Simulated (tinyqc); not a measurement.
Worked calculation (part 1 of 2): CIS on RHF in the sto-3g basis, for BeH2, spin multiplicity 1. Computed by tinyqc, a small Python program that keeps every step (integrals from PySCF). Settings: charge = 0, multiplicity = 1, basis = sto-3g, method = RHF, energy threshold = 1e-10, iteration cap = 79, orthogonalisation = symmetric, start = atomic densities, DIIS depth = 6. Command: `OMP_NUM_THREADS=1 python tinyqc.py 23103 23104 out.jsonl` (the two numbers bound the seeds that draw the settings). One thread of a shared host (Intel(R) Xeon(R) Processor @ 2.60GHz), about 0.1 s of CPU time with the checks. The early iterations of the SCF are left out here.

## One-electron integrals

Geometry (angstrom):
```
atom        x         y        z
Be    0.00000   0.00000  0.00000
H     0.00000   1.57100  0.18300
H     0.00000  -1.57100  0.18300
```

Basis sto-3g: exponents (1/bohr^2) and contraction coefficients of normalised primitives:
```
element  l (shell)  exponent  coefficient
Be           s (1)  30.16787      0.15433
Be           s (1)   5.49512      0.53533
Be           s (1)   1.48719      0.44463
Be           s (2)   1.31483     -0.09997
Be           s (2)   0.30554      0.39951
Be           s (2)   0.09937      0.70012
Be           p (3)   1.31483      0.15592
Be           p (3)   0.30554      0.60768
Be           p (3)   0.09937      0.39196
H            s (1)   3.42525      0.15433
H            s (1)   0.62391      0.53533
H            s (1)   0.16886      0.44463
```

Overlap, kinetic and nuclear-attraction integrals over the contracted functions; the nuclear repulsion is the sum of Za Zb / Rab.

nuclear repulsion = 2.8450500 hartree

overlap S, order 1Be 1s, 1Be 2s, 1Be 2px, 1Be 2py, 1Be 2pz, 2H 1s, 3H 1s:
```
[[1.00000, 0.25952, 0.00000, 0.00000, 0.00000, 0.04088, 0.04088],
 [0.25952, 1.00000, 0.00000, 0.00000, 0.00000, 0.36644, 0.36644],
 [0.00000, 0.00000, 1.00000, 0.00000, 0.00000, 0.00000, 0.00000],
 [0.00000, 0.00000, 0.00000, 1.00000, 0.00000, 0.44704, -0.44704],
 [0.00000, 0.00000, 0.00000, 0.00000, 1.00000, 0.05207, 0.05207],
 [0.04088, 0.36644, 0.00000, 0.44704, 0.05207, 1.00000, 0.01347],
 [0.04088, 0.36644, 0.00000, -0.44704, 0.05207, 0.01347, 1.00000]]
```

kinetic energy T (hartree), order 1Be 1s, 1Be 2s, 1Be 2px, 1Be 2py, 1Be 2pz, 2H 1s, 3H 1s:
```
[[6.69397, -0.03301, 0.00000, 0.00000, 0.00000, -0.01143, -0.01143],
 [-0.03301, 0.21111, 0.00000, 0.00000, 0.00000, 0.03722, 0.03722],
 [0.00000, 0.00000, 0.66059, 0.00000, 0.00000, 0.00000, 0.00000],
 [0.00000, 0.00000, 0.00000, 0.66059, 0.00000, 0.12060, -0.12060],
 [0.00000, 0.00000, 0.00000, 0.00000, 0.66059, 0.01405, 0.01405],
 [-0.01143, 0.03722, 0.00000, 0.12060, 0.01405, 0.76003, -0.00547],
 [-0.01143, 0.03722, 0.00000, -0.12060, 0.01405, -0.00547, 0.76003]]
```

nuclear attraction V (hartree), order 1Be 1s, 1Be 2s, 1Be 2px, 1Be 2py, 1Be 2pz, 2H 1s, 3H 1s:
```
[[-15.23025, -2.07290, 0.00000, 0.00000, -0.00299, -0.32493, -0.32493],
 [-2.07290, -2.96066, 0.00000, 0.00000, -0.02794, -0.99215, -0.99215],
 [0.00000, 0.00000, -2.88213, 0.00000, 0.00000, 0.00000, 0.00000],
 [0.00000, 0.00000, 0.00000, -3.05970, 0.00000, -1.17852, 1.17852],
 [-0.00299, -0.02794, 0.00000, 0.00000, -2.88454, -0.13954, -0.13954],
 [-0.32493, -0.99215, 0.00000, -1.17852, -0.13954, -2.72956, -0.04353],
 [-0.32493, -0.99215, 0.00000, 1.17852, -0.13954, -0.04353, -2.72956]]
```

core Hamiltonian H = T + V (hartree), order 1Be 1s, 1Be 2s, 1Be 2px, 1Be 2py, 1Be 2pz, 2H 1s, 3H 1s:
```
[[-8.53627, -2.10592, 0.00000, 0.00000, -0.00299, -0.33636, -0.33636],
 [-2.10592, -2.74955, 0.00000, 0.00000, -0.02794, -0.95493, -0.95493],
 [0.00000, 0.00000, -2.22154, 0.00000, 0.00000, 0.00000, 0.00000],
 [0.00000, 0.00000, 0.00000, -2.39910, 0.00000, -1.05792, 1.05792],
 [-0.00299, -0.02794, 0.00000, 0.00000, -2.22395, -0.12549, -0.12549],
 [-0.33636, -0.95493, 0.00000, -1.05792, -0.12549, -1.96952, -0.04900],
 [-0.33636, -0.95493, 0.00000, 1.05792, -0.12549, -0.04900, -1.96952]]
```

## Two-electron integrals

Functions are numbered as in S; the eight-fold symmetry (ij|kl) = (ji|kl) = (kl|ij) leaves the list below.

Two-electron integrals (ij|kl) in chemists' order, unique and non-zero (hartree):
```
(11|11) 2.29883    (21|11) 0.39204    (21|21) 0.07954    (22|11) 0.57099
(22|21) 0.14304    (22|22) 0.41768    (31|31) 0.01461    (32|31) 0.02189
(32|32) 0.09226    (33|11) 0.56958    (33|21) 0.14308    (33|22) 0.41759
(33|33) 0.44986    (41|41) 0.01461    (42|41) 0.02189    (42|42) 0.09226
(43|43) 0.02425    (44|11) 0.56958    (44|21) 0.14308    (44|22) 0.41759
(44|33) 0.40136    (44|44) 0.44986    (51|51) 0.01461    (52|51) 0.02189
(52|52) 0.09226    (53|53) 0.02425    (54|54) 0.02425    (55|11) 0.56958
(55|21) 0.14308    (55|22) 0.41759    (55|33) 0.40136    (55|44) 0.40136
(55|55) 0.44986    (61|11) 0.06096    (61|21) 0.01236    (61|22) 0.02243
(61|33) 0.02227    (61|41) 0.00108    (61|42) 0.00205    (61|44) 0.02274
(61|51) 0.00013    (61|52) 0.00024    (61|54) 0.00005    (61|55) 0.02228
(61|61) 0.00201    (62|11) 0.16396    (62|21) 0.04176    (62|22) 0.13502
(62|33) 0.12971    (62|41) 0.00539    (62|42) 0.03459    (62|44) 0.14530
(62|51) 0.00063    (62|52) 0.00403    (62|54) 0.00182    (62|55) 0.12992
(62|61) 0.00718    (62|62) 0.06802    (63|31) 0.00362    (63|32) 0.01744
(63|43) 0.00581    (63|53) 0.00068    (63|63) 0.00581    (64|11) 0.18091
(64|21) 0.04660    (64|22) 0.15776    (64|33) 0.14845    (64|41) 0.00866
(64|42) 0.05337    (64|44) 0.17601    (64|51) 0.00059    (64|52) 0.00419
(64|54) 0.00253    (64|55) 0.14867    (64|61) 0.00833    (64|62) 0.08991
(64|64) 0.12207    (65|11) 0.02107    (65|21) 0.00543    (65|22) 0.01838
(65|33) 0.01729    (65|41) 0.00059    (65|42) 0.00419    (65|44) 0.01915
(65|51) 0.00368    (65|52) 0.01793    (65|54) 0.00603    (65|55) 0.01867
(65|61) 0.00097    (65|62) 0.01047    (65|64) 0.01354    (65|65) 0.00739
(66|11) 0.33343    (66|21) 0.08637    (66|22) 0.31404    (66|33) 0.29171
(66|41) 0.01236    (66|42) 0.10461    (66|44) 0.35751    (66|51) 0.00144
(66|52) 0.01219    (66|54) 0.00767    (66|55) 0.29260    (66|61) 0.01513
(66|62) 0.20563    (66|64) 0.28718    (66|65) 0.03345    (66|66) 0.77461
(71|11) 0.06096    (71|21) 0.01236    (71|22) 0.02243    (71|33) 0.02227
(71|41) -0.00108   (71|42) -0.00205   (71|44) 0.02274    (71|51) 0.00013
(71|52) 0.00024    (71|54) -0.00005   (71|55) 0.02228    (71|61) 0.00184
(71|62) 0.00607    (71|64) 0.00656    (71|65) 0.00083    (71|66) 0.01248
(71|71) 0.00201    (72|11) 0.16396    (72|21) 0.04176    (72|22) 0.13502
(72|33) 0.12971    (72|41) -0.00539   (72|42) -0.03459   (72|44) 0.14530
(72|51) 0.00063    (72|52) 0.00403    (72|54) -0.00182   (72|55) 0.12992
(72|61) 0.00607    (72|62) 0.03362    (72|64) 0.03633    (72|65) 0.00513
(72|66) 0.07447    (72|71) 0.00718    (72|72) 0.06802    (73|31) 0.00362
(73|32) 0.01744    (73|43) -0.00581   (73|53) 0.00068    (73|63) 0.00219
(73|73) 0.00581    (74|11) -0.18091   (74|21) -0.04660   (74|22) -0.15776
(74|33) -0.14845   (74|41) 0.00866    (74|42) 0.05337    (74|44) -0.17601
(74|51) -0.00059   (74|52) -0.00419   (74|54) 0.00253    (74|55) -0.14867
(74|61) -0.00656   (74|62) -0.03633   (74|64) -0.03832   (74|65) -0.00546
(74|66) -0.08031   (74|71) -0.00833   (74|72) -0.08991   (74|74) 0.12207
(75|11) 0.02107    (75|21) 0.00543    (75|22) 0.01838    (75|33) 0.01729
(75|41) -0.00059   (75|42) -0.00419   (75|44) 0.01915    (75|51) 0.00368
(75|52) 0.01793    (75|54) -0.00603   (75|55) 0.01867    (75|61) 0.00083
(75|62) 0.00513    (75|64) 0.00546    (75|65) 0.00296    (75|66) 0.01156
(75|71) 0.00097    (75|72) 0.01047    (75|74) -0.01354   (75|75) 0.00739
(76|11) 0.00822    (76|21) 0.00204    (76|22) 0.00582    (76|33) 0.00573
(76|44) 0.00596    (76|51) 0.00006    (76|52) 0.00032    (76|55) 0.00576
(76|61) 0.00032    (76|62) 0.00194    (76|64) 0.00230    (76|65) 0.00033
(76|66) 0.00464    (76|71) 0.00032    (76|72) 0.00194    (76|74) -0.00230
(76|75) 0.00033    (76|76) 0.00008    (77|11) 0.33343    (77|21) 0.08637
(77|22) 0.31404    (77|33) 0.29171    (77|41) -0.01236   (77|42) -0.10461
(77|44) 0.35751    (77|51) 0.00144    (77|52) 0.01219    (77|54) -0.00767
(77|55) 0.29260    (77|61) 0.01248    (77|62) 0.07447    (77|64) 0.08031
(77|65) 0.01156    (77|66) 0.16842    (77|71) 0.01513    (77|72) 0.20563
(77|74) -0.28718   (77|75) 0.03345    (77|76) 0.00464    (77|77) 0.77461
```

## Orthogonalisation

S = U s U^T; symmetric (Loewdin) form X = U s^(-1/2) U^T, so that X^T S X = 1.

eigenvalues of S: [0.36103, 0.44350, 0.93927, 1.00000, 1.01763, 1.61306, 1.62550]

X, order 1Be 1s, 1Be 2s, 1Be 2px, 1Be 2py, 1Be 2pz, 2H 1s, 3H 1s:
```
[[1.02854, -0.15048, 0.00000, 0.00000, -0.00206, 0.02099, 0.02099],
 [-0.15048, 1.15918, 0.00000, 0.00000, 0.01834, -0.22650, -0.22650],
 [0.00000, 0.00000, 1.00000, 0.00000, 0.00000, 0.00000, 0.00000],
 [0.00000, 0.00000, 0.00000, 1.21963, 0.00000, -0.31109, 0.31109],
 [-0.00206, 0.01834, 0.00000, 0.00000, 1.00254, -0.03146, -0.03146],
 [0.02099, -0.22650, 0.00000, -0.31109, -0.03146, 1.17541, -0.05360],
 [0.02099, -0.22650, 0.00000, 0.31109, -0.03146, -0.05360, 1.17541]]
```

## Iteration 7 (converged): orbitals

converged F (hartree), order 1Be 1s, 1Be 2s, 1Be 2px, 1Be 2py, 1Be 2pz, 2H 1s, 3H 1s:
```
[[-4.53119, -1.28998, 0.00000, 0.00000, 0.00267, -0.21012, -0.21012],
 [-1.28998, -0.59190, 0.00000, 0.00000, -0.01900, -0.33361, -0.33361],
 [0.00000, 0.00000, 0.21373, 0.00000, 0.00000, 0.00000, 0.00000],
 [0.00000, 0.00000, 0.00000, -0.13874, 0.00000, -0.29826, 0.29826],
 [0.00267, -0.01900, 0.00000, 0.00000, 0.21081, -0.02683, -0.02683],
 [-0.21012, -0.33361, 0.00000, -0.29826, -0.02683, -0.22816, -0.01419],
 [-0.21012, -0.33361, 0.00000, 0.29826, -0.02683, -0.01419, -0.22816]]
```

Diagonalise F' = X^T F X, C = X C', fill 3 alpha and 3 beta electrons from the bottom; D = 2 C_occ C_occ^T. Each column has its largest component positive (the first on a tie).

F' = X^T F X (hartree):
```
[[-4.42180, -0.69999, 0.00000, 0.00000, 0.00107, -0.00234, -0.00234],
 [-0.69999, -0.15137, 0.00000, 0.00000, 0.00772, -0.27491, -0.27491],
 [0.00000, 0.00000, 0.21373, 0.00000, 0.00000, 0.00000, 0.00000],
 [0.00000, 0.00000, 0.00000, 0.20486, 0.00000, -0.37035, 0.37035],
 [0.00107, 0.00772, 0.00000, 0.00000, 0.21467, -0.03324, -0.03324],
 [-0.00234, -0.27491, 0.00000, -0.37035, -0.03324, 0.04192, -0.06417],
 [-0.00234, -0.27491, 0.00000, 0.37035, -0.03324, -0.06417, 0.04192]]
```

orbital energies (hartree): [-4.53455, -0.41511, -0.37060, 0.20565, 0.21373, 0.36325, 0.68155]

coefficients C, order 1Be 1s, 1Be 2s, 1Be 2px, 1Be 2py, 1Be 2pz, 2H 1s, 3H 1s:
```
[[0.99187, -0.21188, 0.00000, 0.06580, 0.00000, -0.21999, 0.00000],
 [0.03105, 0.60971, 0.00000, -0.27495, 0.00000, 1.01044, 0.00000],
 [0.00000, 0.00000, 0.00000, 0.00000, 1.00000, 0.00000, 0.00000],
 [0.00000, 0.00000, 0.49556, 0.00000, 0.00000, 0.00000, 1.19811],
 [-0.00010, 0.02593, 0.00000, 0.95788, 0.00000, 0.29864, 0.00000],
 [-0.00383, 0.39176, 0.43331, 0.13779, 0.00000, -0.71378, -0.81502],
 [-0.00383, 0.39176, -0.43331, 0.13779, 0.00000, -0.71378, 0.81502]]
```

D after iteration 7, order 1Be 1s, 1Be 2s, 1Be 2px, 1Be 2py, 1Be 2pz, 2H 1s, 3H 1s:
```
[[2.05741, -0.19676, 0.00000, 0.00000, -0.01118, -0.17361, -0.17361],
 [-0.19676, 0.74542, 0.00000, 0.00000, 0.03162, 0.47748, 0.47748],
 [0.00000, 0.00000, 0.00000, 0.00000, 0.00000, 0.00000, 0.00000],
 [0.00000, 0.00000, 0.00000, 0.49117, 0.00000, 0.42946, -0.42946],
 [-0.01118, 0.03162, 0.00000, 0.00000, 0.00135, 0.02032, 0.02032],
 [-0.17361, 0.47748, 0.00000, 0.42946, 0.02032, 0.68248, -0.06853],
 [-0.17361, 0.47748, 0.00000, -0.42946, 0.02032, -0.06853, 0.68248]]
```

## Convergence

Stop when the energy changes by less than 1e-10 hartree and every element of the error matrix X^T (F D S - S D F) X is below 3e-06.

Course of the cycle:
```
iteration  E (hartree)     change  largest element of the error matrix
1          -15.2794277          -                             2.66e-01
2          -15.4881181  -2.09e-01                             1.05e-01
3          -15.5072294  -1.91e-02                             1.68e-02
4          -15.5081677  -9.38e-04                             8.38e-04
5          -15.5081708  -3.07e-06                             2.25e-04
6          -15.5081709  -1.46e-07                             5.48e-06
7          -15.5081709  -5.62e-11                             2.85e-07
```

PySCF RHF in the same basis = -15.5081709 hartree

Converged in 7 iterations.

## Integrals over molecular orbitals

(pq|rs) = sum C_ip C_jq C_kr C_ls (ij|kl), one index at a time.

one-electron integrals over orbitals h = C^T H C (hartree):
```
[[-8.52498, 0.20744, 0.00000, -0.06601, 0.00000, 0.19375, 0.00000],
 [0.20744, -2.28897, 0.00000, 0.03659, 0.00000, -0.24577, 0.00000],
 [0.00000, 0.00000, -2.21901, 0.00000, 0.00000, 0.00000, -0.31184],
 [-0.06601, 0.03659, 0.00000, -2.20522, 0.00000, -0.07073, 0.00000],
 [0.00000, 0.00000, 0.00000, 0.00000, -2.22154, 0.00000, 0.00000],
 [0.19375, -0.24577, 0.00000, -0.07073, 0.00000, -1.90515, 0.00000],
 [0.00000, 0.00000, -0.31184, 0.00000, 0.00000, 0.00000, -1.86313]]
```

Two-electron integrals over orbitals (pq|rs), unique and non-zero (hartree):
```
(11|11) 2.27196    (21|11) -0.18639   (21|21) 0.02363    (22|11) 0.45632
(22|21) -0.00563   (22|22) 0.37351    (31|31) 0.00501    (32|31) 0.01080
(32|32) 0.15778    (33|11) 0.41723    (33|21) -0.00230   (33|22) 0.38455
(33|33) 0.40762    (41|11) 0.05632    (41|21) -0.00672   (41|22) 0.00369
(41|33) 0.00204    (41|41) 0.01674    (42|11) -0.03030   (42|21) 0.00199
(42|22) 0.01021    (42|33) 0.01333    (42|41) 0.01342    (42|42) 0.04835
(43|31) -0.00023   (43|32) 0.01958    (43|43) 0.01610    (44|11) 0.56261
(44|21) -0.00751   (44|22) 0.34991    (44|33) 0.33351    (44|41) -0.00659
(44|42) -0.03681   (44|44) 0.45314    (51|51) 0.01574    (52|51) 0.01490
(52|52) 0.04727    (53|53) 0.01231    (54|51) -0.00460   (54|52) -0.01239
(54|54) 0.02665    (55|11) 0.56918    (55|21) -0.00721   (55|22) 0.35265
(55|33) 0.33346    (55|41) 0.00186    (55|42) -0.01499   (55|44) 0.39870
(55|55) 0.44986    (61|11) -0.18465   (61|21) 0.02402    (61|22) -0.00512
(61|33) -0.00246   (61|41) -0.00301   (61|42) 0.00529    (61|44) -0.00799
(61|55) -0.00543   (61|61) 0.02549    (62|11) 0.13455    (62|21) -0.00566
(62|22) -0.01184   (62|33) -0.03865   (62|41) 0.00522    (62|42) -0.00694
(62|44) 0.05640    (62|55) 0.06685    (62|61) -0.00378   (62|62) 0.08233
(63|31) -0.00040   (63|32) -0.08982   (63|43) -0.01650   (63|63) 0.08399
(64|11) 0.02712    (64|21) 0.00035    (64|22) 0.00188    (64|33) -0.00687
(64|41) 0.01295    (64|42) 0.03321    (64|44) -0.00035   (64|55) 0.01158
(64|61) 0.00398    (64|62) 0.02968    (64|64) 0.04106    (65|51) 0.01552
(65|52) 0.04484    (65|54) -0.00743   (65|65) 0.04687    (66|11) 0.46573
(66|21) -0.00637   (66|22) 0.37809    (66|33) 0.38628    (66|41) 0.01063
(66|42) 0.03102    (66|44) 0.34332    (66|55) 0.35422    (66|61) -0.00368
(66|62) -0.01584   (66|64) 0.01731    (66|66) 0.40556    (71|31) 0.00942
(71|32) 0.01730    (71|43) -0.00074   (71|63) 0.00019    (71|71) 0.01787
(72|31) 0.00454    (72|32) -0.03905   (72|43) -0.01583   (72|63) 0.06092
(72|71) 0.00834    (72|72) 0.05722    (73|11) 0.14996    (73|21) -0.00400
(73|22) 0.00035    (73|33) -0.01839   (73|41) 0.00011    (73|42) -0.02188
(73|44) 0.06816    (73|55) 0.07054    (73|61) -0.00366   (73|62) 0.07612
(73|64) 0.01615    (73|66) -0.01868   (73|73) 0.08772    (74|31) -0.00309
(74|32) -0.03560   (74|43) 0.00858    (74|63) 0.02238    (74|71) -0.00532
(74|72) 0.00684    (74|74) 0.02531    (75|53) 0.01318    (75|75) 0.01692
(76|31) 0.00921    (76|32) 0.13433    (76|43) 0.02110    (76|63) -0.08643
(76|71) 0.01514    (76|72) -0.04645   (76|74) -0.02969   (76|76) 0.12777
(77|11) 0.54260    (77|21) -0.00739   (77|22) 0.39767    (77|33) 0.41347
(77|41) 0.00176    (77|42) 0.00250    (77|44) 0.37806    (77|55) 0.37621
(77|61) -0.00722   (77|62) -0.01750   (77|64) -0.00654   (77|66) 0.40642
(77|73) 0.00448    (77|77) 0.45046
```

## CIS matrix, singlets

A(ia,jb) = (e_a - e_i) d_ij d_ab + 2 (ia|jb) - (ij|ab).

CIS matrix A, singlet (hartree), order 1>4, 1>5, 1>6, 1>7, 2>4, 2>5, 2>6, 2>7, 3>4, 3>5, 3>6, 3>7:
```
[[4.21106, 0.00000, -0.03314, 0.00000, 0.03435, 0.00000, 0.01010, 0.00000, 0.00000, 0.00000, 0.00000, 0.00331],
 [0.00000, 4.21058, 0.00000, 0.00000, 0.00000, 0.03701, 0.00000, 0.00000, 0.00000, 0.00000, 0.00000, 0.00000],
 [-0.03314, 0.00000, 4.48305, 0.00000, 0.01022, 0.00000, -0.00119, 0.00000, 0.00000, 0.00000, 0.00000, -0.01652],
 [0.00000, 0.00000, 0.00000, 4.70923, 0.00000, 0.00000, 0.00000, 0.02408, 0.00161, 0.00000, -0.00883, 0.00000],
 [0.03435, 0.00000, 0.01022, 0.00000, 0.36755, 0.00000, -0.01577, 0.00000, 0.00000, 0.00000, 0.00000, -0.00817],
 [0.00000, 0.03701, 0.00000, 0.00000, 0.00000, 0.37072, 0.00000, 0.00000, 0.00000, 0.00000, 0.00000, 0.00000],
 [0.01010, 0.00000, -0.00119, 0.00000, -0.01577, 0.00000, 0.56493, 0.00000, 0.00000, 0.00000, 0.00000, 0.01791],
 [0.00000, 0.00000, 0.00000, 0.02408, 0.00000, 0.00000, 0.00000, 0.81342, 0.00393, 0.00000, -0.01248, 0.00000],
 [0.00000, 0.00000, 0.00000, 0.00161, 0.00000, 0.00000, 0.00000, 0.00393, 0.27494, 0.00000, -0.02614, 0.00000],
 [0.00000, 0.00000, 0.00000, 0.00000, 0.00000, 0.00000, 0.00000, 0.00000, 0.00000, 0.27549, 0.00000, 0.00000],
 [0.00000, 0.00000, 0.00000, -0.00883, 0.00000, 0.00000, 0.00000, -0.01248, -0.02614, 0.00000, 0.51555, 0.00000],
 [0.00331, 0.00000, -0.01652, 0.00000, -0.00817, 0.00000, 0.01791, 0.00000, 0.00000, 0.00000, 0.00000, 0.81412]]
```

## CIS singlet states

dipole integrals <i|r|a> (bohr), order 1>4, 1>5, 1>6, 1>7, 2>4, 2>5, 2>6, 2>7, 3>4, 3>5, 3>6, 3>7:
```
[[0.00000, 0.00000, 0.14575],
 [0.15126, 0.00000, 0.00000],
 [0.00000, 0.00000, 0.04058],
 [0.00000, 0.13581, 0.00000],
 [0.00000, 0.00000, 0.95821],
 [0.96323, 0.00000, 0.00000],
 [0.00000, 0.00000, 0.10905],
 [0.00000, -0.69217, 0.00000],
 [0.00000, 0.24544, 0.00000],
 [0.00000, 0.00000, 0.00000],
 [0.00000, -1.34467, 0.00000],
 [0.00000, 0.00000, -0.21888]]
```

Diagonalise A (1 hartree = 27.211386 eV); each vector has its largest component positive (the first on a tie). The transition dipole is mu = sqrt2 sum c_ia <i|r|a>.

singlet excitation energies (eV): [7.40467, 7.49634, 9.95520, 10.07810, 14.08981, 15.36883, 22.14564, 22.19117, 114.49017, 114.58540, 122.10058, 128.14915]

lowest vectors, order 1>4, 1>5, 1>6, 1>7, 2>4, 2>5, 2>6, 2>7, 3>4, 3>5, 3>6, 3>7:
```
[[0.00000, 0.00000, -0.00914, 0.00000, 0.00000, -0.00196],
 [0.00000, 0.00000, 0.00000, -0.00964, 0.00000, 0.00000],
 [0.00000, 0.00000, -0.00247, 0.00000, 0.00000, 0.00017],
 [-0.00012, 0.00000, 0.00000, 0.00000, 0.00189, 0.00000],
 [0.00000, 0.00000, 0.99679, 0.00000, 0.00000, -0.07678],
 [0.00000, 0.00000, 0.00000, 0.99995, 0.00000, 0.00000],
 [0.00000, 0.00000, 0.07807, 0.00000, 0.00000, 0.99430],
 [-0.00476, 0.00000, 0.00000, 0.00000, 0.04321, 0.00000],
 [0.99430, 0.00000, 0.00000, 0.00000, -0.10623, 0.00000],
 [0.00000, 1.00000, 0.00000, 0.00000, 0.00000, 0.00000],
 [0.10653, 0.00000, 0.00000, 0.00000, 0.99340, 0.00000],
 [0.00000, 0.00000, 0.01503, 0.00000, 0.00000, -0.07391]]
```

oscillator strengths 2/3 w |mu|^2: [0.00393, 0.00000, 0.44855, 0.45674, 1.33682, 0.00194]
